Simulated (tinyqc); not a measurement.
Worked calculation: lattice vibrations of a chain. Computed by tinyqc, a small Python program that keeps every step. Command: `OMP_NUM_THREADS=1 python tinyqc.py 31703 31704 out.jsonl` (the two numbers bound the seeds that draw the settings). One thread of a shared host (Intel(R) Xeon(R) Processor @ 2.60GHz), about 0.01 s of CPU time with the checks.

## Dynamical matrix at q = 0.08

A chain moving along its axis:
```
atom  mass (u)  spring to the next atom (eV/angstrom^2)
1      54.4000                                  19.2000
2      16.9000                                   3.1000
3      48.7000                                  25.2000
4      62.9000                                  29.5000
```

q is in units of 2 pi/a. A spring k from atom i to atom j, n cells on, adds k to Phi_ii and Phi_jj, -k exp(2 pi i q n) to Phi_ij and the conjugate to Phi_ji (for one atom a cell: 2k (1 - cos 2 pi q n)); D_ij = Phi_ij / sqrt(m_i m_j).

D(q) (eV/(angstrom^2 u)):
$$\begin{pmatrix}
0.8952 & -0.6332 & 0.0000 & -0.4419+0.2430i \\
-0.6332 & 1.3195 & -0.1081 & 0.0000 \\
0.0000 & -0.1081 & 0.5811 & -0.4553 \\
-0.4419-0.2430i & 0.0000 & -0.4553 & 0.8696
\end{pmatrix}$$

## Frequencies

omega^2 are the eigenvalues; wavenumber = 521.4708 sqrt(eigenvalue) 1/cm.

eigenvalues: [0.0030, 0.5610, 1.1896, 1.9119]

wavenumbers (1/cm): [28.8, 390.6, 568.8, 721.0]

weights |e|^2 of the mass-weighted modes, order atom 1, atom 2, atom 3, atom 4:
$$\begin{pmatrix}
0.2979 & 0.3296 & 0.0039 & 0.3686 \\
0.0910 & 0.1527 & 0.2942 & 0.4622 \\
0.2655 & 0.5033 & 0.1995 & 0.0317 \\
0.3456 & 0.0145 & 0.5025 & 0.1374
\end{pmatrix}$$

## Dispersion and heat capacity

C/k_B per atom = mean over q = (j + 1/2)/80, j = 0..39 and all branches of y^2 e^y/(e^y - 1)^2, y = hc wavenumber / k_B T.

Wavenumbers (1/cm):
```
q       branch 1  branch 2  branch 3  branch 4
0.0000    0.0000  393.4370  567.0125  721.4344
0.0625   22.5372  391.6769  568.0877  721.1942
0.1250   44.5882  386.6739  571.0845  720.5006
0.1875   65.6131  379.1740  575.4117  719.4351
0.2500   84.9598  370.2225  580.3156  718.1325
0.3125  101.8063  361.0420  585.0471  716.7758
0.3750  115.1318  352.9744  588.9520  715.5787
0.4375  123.7952  347.3816  591.5174  714.7526
0.5000  126.8164  345.3705  592.4113  714.4573
```

Heat capacity:
```
T (K)  C/k_B per atom
20             0.0660
50             0.1637
100            0.2611
200            0.4928
300            0.6772
600            0.8930
1200           0.9710
```

zero-point energy per atom = 27.0571 meV
